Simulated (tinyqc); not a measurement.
# Gap and radiative efficiency from Jsc and Voc

Problem. Photon flux above E from a black body at temperature T into a hemisphere: Phi(E, T) = A sum_k exp(-k E/th)[E^2 th/k + 2 E th^2/k^2 + 2 th^3/k^3], k = 1, 2, ..., with th = kB T/q in eV and A = 2 pi q^3/(h^3 c^2). A cell with a sharp absorption edge has Jsc = q fs X Phi(Eg, Ts) and Voc = Vt ln(1 + Jsc/J0), J0 = q ge Phi(Eg, T)/ERE. Find Eg and ERE.

Values chosen for this exercise: cell temperature T = 300 K; temperature of the black-body sun Ts = 5760 K; share of the hemisphere filled by the sun fs = 2.16e-5; concentration X = 500; number of faces that emit ge = 1.

Constants: q = 1.602176634e-19 C, kB = 1.380649e-23 J/K, h = 6.62607015e-34 J s, c = 299792458 m/s, Vt = kB T/q. Results are converted to the units shown.

Jsc = 37028.6926 mA/cm^2
Voc = 0.553957307 V

Answer. Phi falls steadily with E, so Jsc fixes Eg; Voc gives J0, and its ratio to the radiative dark current is 1/ERE.

Eg = 0.720 eV
ERE = 0.0100

Computed by the program tinyqc: `OMP_NUM_THREADS=1 python tinyqc.py 2820135 2820136 out.jsonl`, one thread of a shared Intel Xeon 2.30GHz, about 0.01 s for the whole run.
